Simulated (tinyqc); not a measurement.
Energy and lattice constant: complex band structure along [001] in sp3s* tight binding.

For k = (0, 0, kz) the phase sums are g0 = cos(phi) and g3 = i sin(phi), phi = kz a/4, and the s, pz, s* orbitals of anion (a) and cation (c) decouple from px, py. With z = exp(i phi), H(z) = H0 + z T + T^T/z for any complex z. H0 is diagonal (Esa, Epa, Exa, Esc, Epc, Exc). The anion-cation block is B(z) = z U + W/z and the cation-anion block z W^T + U^T/z, where U has Vss/2 (s,s), Vsapc/2 (s,z), -Vscpa/2 (z,s), Vxx/2 (z,z), Vxapc/2 (s*,z), -Vpaxc/2 (z,s*), and W has the same values with the s-z and s*-z signs reversed. |z| = 1 is a band state, |z| < 1 decays along [001] as exp(-kappa d) over a distance d, kappa = -(4/a) ln|z|. No spin-orbit coupling.

Parameters, chosen for this exercise (out of a larger set: near a published set for InAs, fitted to gaps, whose masses and valley positions are rough (light masses up to twice too heavy); not measured data):

| symbol | value | unit | meaning |
|---|---|---|---|
| p | (-9.549, 0.912, -2.715, 3.696, 7.44, 6.745, -5.605, 1.836, 4.487, 3.016, 5.447, 3.374, 3.9) | eV | order Esa, Epa, Esc, Epc, Exa, Exc, Vss, Vxx, Vxy, Vsapc, Vscpa, Vxapc, Vpaxc |
| a | 6.059 | angstrom | lattice constant |
| dE | 0.2 | eV | E - Ev |

The slowest root of the s-pz block and the heavy-hole branch, sinh^2(kappa a/4) = ((E - Epa)(E - Epc) - Vxx^2)/(Vxx^2 - Vxy^2), at E = Ev + dE with Ev the lower root of [[Epa, Vxx], [Vxx, Epc]]; the couplings are kept when a changes.

One parameter was then changed.

Results before and after:

| case | slowest kappa (1/angstrom) | heavy-hole kappa (1/angstrom) |
|---|---|---|
| base | 0.0291 | 0.1501 |
| changed | 0.0284 | 0.1390 |

Which of these changes was made? (a) dE = 0.17 eV; (b) a = 6.241 angstrom.
Answer: (a) dE = 0.17 eV. Of the candidates, run in turn, only this one gives the changed row.

All candidates:

| case | slowest kappa (1/angstrom) | heavy-hole kappa (1/angstrom) |
|---|---|---|
| base | 0.0291 | 0.1501 |
| dE = 0.17 eV | 0.0284 | 0.1390 |
| a = 6.241 angstrom | 0.0282 | 0.1457 |

With the couplings fixed, kappa a stays, so kappa scales as 1/a.

Computed by tinyqc, a small Python program: `OMP_NUM_THREADS=1 python tinyqc.py 1480578 1480579 out.jsonl` (the numbers bound the seed that draws the inputs); one thread of a shared host (Intel(R) Xeon(R) Processor @ 2.30GHz), about 0.02 s for the whole set of steps.
